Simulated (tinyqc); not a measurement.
Inside a calculation. Model: van der Pauw, Hall and four-point-probe measurements on a doped layer.

Numbers from tinyqc (`OMP_NUM_THREADS=1 python tinyqc.py 2850113 2850114 out.jsonl`; about 0.01 s on one thread of a shared Intel Xeon 2.30GHz). Printed values are rounded.

A uniform n-type layer with sheet resistance Rs = 1/(q ns mu), point contacts, low field (mu B small).

Values chosen for this exercise: sheet density of the layer ns = 9.7e12 cm^-2; drift mobility mu = 580 cm^2/(V s); Hall factor rH = 1.18; magnetic field B = 1 T; current I = 500 uA; side ratio a/b of a rectangular sample with corner contacts ar = 1.52; thickness of the layer t = 57 nm.

Constants: q = 1.602176634e-19 C. Results are converted to the units shown.

## Resistances and Hall voltage

Rs = 1/(q ns mu). For a rectangle with contacts at the corners, RA = (8 Rs/pi) sum_(k>=0) ln coth((2k + 1) pi a/(2 b)) with current along a short side b and voltage along the opposite one, RB the same with a and b exchanged; Hall voltage VH = rH B I/(q ns), negative for electrons.

Rs = 1109.40 ohm/square
RA = 47.6704 ohm
RB = 730.732 ohm
VH = -37.9638 mV

RB/RA = 15.3; for a square both equal Rs ln 2/pi = 245 ohm.

## Starting value

z = 2 ln 2/(pi (RA + RB)), exact for RA = RB.

z at the start = 0.566893 mS

## Iteration 1: new z

The van der Pauw equation exp(-pi RA z) + exp(-pi RB z) = 1 is solved for z = 1/Rs: e1 = exp(-pi RA z), e2 = exp(-pi RB z), f = e1 + e2 - 1, f' = -pi (RA e1 + RB e2), z(new) = z - f/f'.

e1 = 0.918605
e2 = 0.272152
f = 0.190757
f' = -0.762340 kohm
z after iteration 1 = 0.817119 mS

## Iteration 2: new z

As before.

e1 = 0.884819
e2 = 0.153228
f = 0.0380463
f' = -0.484271 kohm
z after iteration 2 = 0.895684 mS

## Iteration 3: new z

As before.

e1 = 0.874469
e2 = 0.127941
f = 0.00240984
f' = -0.424671 kohm
z after iteration 3 = 0.901358 mS

## Course of the iteration

Stop when the step is below 1e-10 mS, or after 40 iterations.

Course of the iteration:
```
iteration  z before the step (mS)  step (mS)
1                        0.566893      0.250
2                        0.817119     0.0786
3                        0.895684    5.67e-3
4                        0.901358    2.64e-5
5                        0.901385   5.69e-10
6                        0.901385          0
```

Converged in 6 iterations.

## Sheet density, mobility and bulk values

converged z = 0.901385 mS

Rs = 1/z; Hall sheet density B I/(q |VH|); Hall mobility |VH|/(Rs B I); true values ns = rH times the Hall density, mu = Hall mobility/rH; bulk density ns/t, resistivity Rs t; correction factor F = Rs/[(pi/ln 2)(RA + RB)/2].

Rs = 1109.40 ohm/square
Hall sheet density = 8.22034e12 cm^-2
Hall mobility = 684.4 cm^2/(V s)
ns = 9.7e12 cm^-2
mu = 580 cm^2/(V s)
bulk density = 1.70175e18 cm^-3
resistivity = 0.00632360 ohm cm
F = 0.628914

Taking the mean of RA and RB without F would overstate Rs by 59 %.
